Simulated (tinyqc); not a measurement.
Worked calculation: plane-wave Kohn-Sham cycle with exchange-only LDA in a layered model solid. Computed by tinyqc, a small Python program that keeps every step. Settings: points = 16, plane-wave index or count = 2, electrons = 2, k points = 3, area = 39.0, mixing = 0.1, iteration cap = 50, Pulay depth = 5. Command: `OMP_NUM_THREADS=1 python tinyqc.py 27396 27397 out.jsonl` (the two numbers bound the seeds that draw the settings). One thread of a shared host (Intel(R) Xeon(R) Processor @ 2.60GHz), about 0.01 s of CPU time with the checks. Later iterations appear only in the table of the cycle.

## Iteration 1: potential

A solid whose potential varies along x alone (atomic units):
```
parameter                      value
period a                   11.900000
cross-section of the cell  39.000000
electrons per cell                 2
grid points                       16
plane waves -n..n, n               2
k points                           3
V1 in V1 cos(2 pi x/a)     -0.590000
```

density at the start, on the grid x_j = j a/N (e/bohr^3): [0.00430942, 0.00430942, 0.00430942, 0.00430942, 0.00430942, 0.00430942, 0.00430942, 0.00430942, 0.00430942, 0.00430942, 0.00430942, 0.00430942, 0.00430942, 0.00430942, 0.00430942, 0.00430942]

V_H(G) = 4 pi rho(G)/G^2 for G != 0 (uniform background); v_x = -(3 rho/pi)^(1/3); V = V_ext + V_H + v_x; Fourier components f(G_m) = (1/N) sum_j f(x_j) exp(-i G_m x_j).

Potentials on the grid (hartree):
```
x              V_ext       V_H        v_x          V
0.000000   -0.590000  0.000000  -0.160249  -0.750249
0.743750   -0.545089  0.000000  -0.160249  -0.705338
1.487500   -0.417193  0.000000  -0.160249  -0.577442
2.231250   -0.225783  0.000000  -0.160249  -0.386033
2.975000           0  0.000000  -0.160249  -0.160249
3.718750    0.225783  0.000000  -0.160249   0.065534
4.462500    0.417193  0.000000  -0.160249   0.256944
5.206250    0.545089  0.000000  -0.160249   0.384839
5.950000    0.590000  0.000000  -0.160249   0.429751
6.693750    0.545089  0.000000  -0.160249   0.384839
7.437500    0.417193  0.000000  -0.160249   0.256944
8.181250    0.225783  0.000000  -0.160249   0.065534
8.925000           0  0.000000  -0.160249  -0.160249
9.668750   -0.225783  0.000000  -0.160249  -0.386033
10.412500  -0.417193  0.000000  -0.160249  -0.577442
11.156250  -0.545089  0.000000  -0.160249  -0.705338
```

V(G_m), m = 0, 1, 2, ... (hartree): [-0.160249, -0.295000, 0.000000, 0.000000, 0.000000]

## Iteration 1: Hamiltonian at one k

k = 0.000000 2 pi / a

H(m,m') = (k + G_m)^2/2 delta + V(G_m - G_m'), with V(-G) = V(G).

H (hartree), order -2, -1, +0, +1, +2:
```
[[0.397316, -0.295000, 0.000000, 0.000000, 0.000000],
 [-0.295000, -0.020858, -0.295000, 0.000000, 0.000000],
 [0.000000, -0.295000, -0.160249, -0.295000, 0.000000],
 [0.000000, 0.000000, -0.295000, -0.020858, -0.295000],
 [0.000000, 0.000000, 0.000000, -0.295000, 0.397316]]
```

## Iteration 1: levels at that k

Diagonalise the Hermitian matrix.

eigenvalues (hartree): [-0.554166, -0.173354, 0.159038, 0.549812, 0.611336]

## Iteration 1: new density

Motion across x is left out: the lowest 1 band(s) hold two electrons at each of the k points (j + 1/2)/nk - 1/2. Residual R = rho(out) - rho(in); rho(new) = rho(in) + 0.1 R. rho(out) = 2/(a A nk) sum |psi|^2 with psi = sum c exp(i G x). Harris energy E = band energy - dV sum rho (V_H/2 + v_x) + (3/4) dV sum rho v_x with rho(in), dV = a A/N, band energy = (2/nk) sum of the filled levels.

rho(out) (e/bohr^3): [0.01635110, 0.01383580, 0.00825407, 0.00329767, 0.00079593, 0.00009862, 0.00000593, 0.00000558, 0.00001237, 0.00000558, 0.00000593, 0.00009862, 0.00079593, 0.00329767, 0.00825407, 0.01383580]

density after iteration 1 (e/bohr^3): [0.00551358, 0.00526205, 0.00470388, 0.00420824, 0.00395807, 0.00388834, 0.00387907, 0.00387903, 0.00387971, 0.00387903, 0.00387907, 0.00388834, 0.00395807, 0.00420824, 0.00470388, 0.00526205]

energy per cell = -1.02628760 hartree

## Iteration 2: potential

As before.

Potentials on the grid (hartree):
```
x              V_ext        V_H        v_x          V
0.000000   -0.590000   0.036354  -0.173968  -0.727613
0.743750   -0.545089   0.032321  -0.171281  -0.684048
1.487500   -0.417193   0.021850  -0.164997  -0.560340
2.231250   -0.225783   0.008593  -0.158985  -0.376176
2.975000           0  -0.004111  -0.155770  -0.159881
3.718750    0.225783  -0.014478  -0.154850   0.056455
4.462500    0.417193  -0.021951  -0.154727   0.240515
5.206250    0.545089  -0.026436  -0.154727   0.363926
5.950000    0.590000  -0.027930  -0.154736   0.407334
6.693750    0.545089  -0.026436  -0.154727   0.363926
7.437500    0.417193  -0.021951  -0.154727   0.240515
8.181250    0.225783  -0.014478  -0.154850   0.056455
8.925000           0  -0.004111  -0.155770  -0.159881
9.668750   -0.225783   0.008593  -0.158985  -0.376176
10.412500  -0.417193   0.021850  -0.164997  -0.560340
11.156250  -0.545089   0.032321  -0.171281  -0.684048
```

V(G_m), m = 0, 1, 2, ... (hartree): [-0.159961, -0.283441, -0.000068, -0.000316, -0.000024]

## Iteration 2: Hamiltonian at one k

k = 0.000000 2 pi / a

As before.

H (hartree), order -2, -1, +0, +1, +2:
```
[[0.397604, -0.283441, -0.000068, -0.000316, -0.000024],
 [-0.283441, -0.020570, -0.283441, -0.000068, -0.000316],
 [-0.000068, -0.283441, -0.159961, -0.283441, -0.000068],
 [-0.000316, -0.000068, -0.283441, -0.020570, -0.283441],
 [-0.000024, -0.000316, -0.000068, -0.283441, 0.397604]]
```

## Iteration 2: levels at that k

As before.

eigenvalues (hartree): [-0.535209, -0.163386, 0.155721, 0.540512, 0.596470]

## Iteration 2: new density

B (overlaps of the stored error matrices):
```
[[5.1237508e-04, 4.5831738e-04],
 [4.5831738e-04, 4.0997475e-04]]
```

Motion across x is left out: the lowest 1 band(s) hold two electrons at each of the k points (j + 1/2)/nk - 1/2. Residual R = rho(out) - rho(in); rho(new) = rho(in) + 0.1 R; Pulay mixing then takes sum c_i of the stored mixed densities, with c from B_ij = sum R_i R_j as in DIIS. rho(out) = 2/(a A nk) sum |psi|^2 with psi = sum c exp(i G x). Harris energy E = band energy - dV sum rho (V_H/2 + v_x) + (3/4) dV sum rho v_x with rho(in), dV = a A/N, band energy = (2/nk) sum of the filled levels.

rho(out) (e/bohr^3): [0.01624690, 0.01377282, 0.00826800, 0.00334862, 0.00083227, 0.00011021, 0.00000778, 0.00000601, 0.00001232, 0.00000601, 0.00000778, 0.00011021, 0.00083227, 0.00334862, 0.00826800, 0.01377282]

DIIS coefficients: [-8.458787, 9.458787]

density after iteration 2 (e/bohr^3): [0.01566600, 0.01331220, 0.00807511, 0.00339514, 0.00100144, 0.00031469, 0.00021730, 0.00021563, 0.00022162, 0.00021563, 0.00021730, 0.00031469, 0.00100144, 0.00339514, 0.00807511, 0.01331220]

energy per cell = -0.99094918 hartree

## Convergence

Stop when sqrt(dV sum R^2) is below 1e-8, dV = a A/N.

Course of the cycle:
```
iteration  E (hartree)  norm of the residual
1          -1.02628760              1.22e-01
2          -0.99094918              1.09e-01
3          -0.84648453              8.45e-03
4          -0.84692753              1.76e-02
5          -0.84685677              1.11e-03
6          -0.84685533              6.97e-04
7          -0.84685635              9.25e-04
8          -0.84685425              9.03e-06
9          -0.84685425              9.55e-06
10         -0.84685425              9.88e-08
11         -0.84685425              1.38e-10
```

Converged in 11 iterations. Before convergence this energy mixes input and output and is not variational, so it may rise towards its limit.
